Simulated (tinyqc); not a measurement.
# Minority carriers and saturation current of a heavily doped emitter: effect of the doping

n-type, parabolic bands, full ionisation. eta = (EF - Ec)/kB T solves N = Nc F12(eta), F12(x) = (2/sqrt(pi)) int_0^infinity sqrt(u)/(1 + exp(u - x)) du. The gap shrinks rigidly by dEg = E1 [ln(N/N0) + sqrt(ln^2(N/N0) + 0.5)], an empirical law that is here taken as the true narrowing.

ni = sqrt(Nc Nv) exp(-Eg/(2 Vt)), Eg in volts; degeneracy factor g = F12(eta) exp(-eta); nie^2 = ni^2 exp(dEg/kB T) g, p0 = nie^2/N; apparent narrowing dEg + kB T ln g. 1/tau = Cn N^2 + 1/ts, D = mup Vt, L = sqrt(D tau); J0 = (q p0 D/L)(s + tanh(W/L))/(1 + s tanh(W/L)), s = S L/D; the share recombining inside is 1 - 1/[cosh(W/L)(1 + tanh(W/L)/s)]. The mobility is held fixed.

Inputs (values chosen for the exercise); band and dielectric values close to those of germanium:
```
symbol    value        unit                                     meaning
T           250           K                                 temperature
Eg        0.653          eV                                    band gap
Nc      7.76e18       cm^-3  conduction-band density of states at 250 K
Nv      4.52e18       cm^-3     valence-band density of states at 250 K
E1          8.3         meV                 energy of the narrowing law
N0       1.5e17       cm^-3                density of the narrowing law
mup         210  cm^2/(V s)                      minority-hole mobility
Cn      1.8e-31      cm^6/s                           Auger coefficient
ts         0.32          us                             defect lifetime
W           990          nm                               emitter width
S         1.2e5        cm/s       recombination velocity at the contact
```

Constants: q = 1.602176634e-19 C, kB = 1.380649e-23 J/K, Vt = kB T/q. Results are converted to the units shown.

Effect of the doping:

| N (cm^-3) | apparent narrowing (meV) | p0 (cm^-3) | L (nm) | J0 (fA/cm^2) | share inside (%) |
|---|---|---|---|---|---|
| 1.4e17 | 5.1868 | 2.1854e7 | 12025 | 1.1637e8 | 0.59392 |
| 3.2e17 | 14.577 | 1.4784e7 | 11997 | 7.8725e7 | 0.59673 |
| 7e17 | 26.168 | 1.1575e7 | 11866 | 6.1641e7 | 0.60991 |
| 1.6e18 | 38.586 | 9.0124e6 | 11232 | 4.8018e7 | 0.68022 |
| 3.5e18 | 49.525 | 6.8455e6 | 9213.0 | 3.6558e7 | 1.0082 |
| 7.8e18 | 58.560 | 4.6723e6 | 5669.2 | 2.5243e7 | 2.6250 |
| 1.7e19 | 62.754 | 2.6044e6 | 2864.3 | 1.4822e7 | 9.6442 |
| 3.9e19 | 56.741 | 8.5878e5 | 1278.2 | 6.1440e6 | 36.193 |
| 8.6e19 | 31.213 | 1.1908e5 | 582.27 | 1.5037e6 | 77.985 |

What does the table show?

The apparent narrowing goes from 5.19 through a maximum of 62.8 (at N = 1.7e19 cm^-3 among the rows listed) to 31.2 meV. p0 goes as N^(-0.47) between the first two rows and N^(-2.50) between the last two (-1 without narrowing or degeneracy), and J0 falls from 1.16e8 to 1.50e6 fA/cm^2.

Range of the model: Band tails, non-parabolic bands and incomplete ionisation are left out.

tinyqc, about 0.01 s, one thread, Intel Xeon 2.30GHz (shared host): `OMP_NUM_THREADS=1 python tinyqc.py 2330066 2330067 out.jsonl`
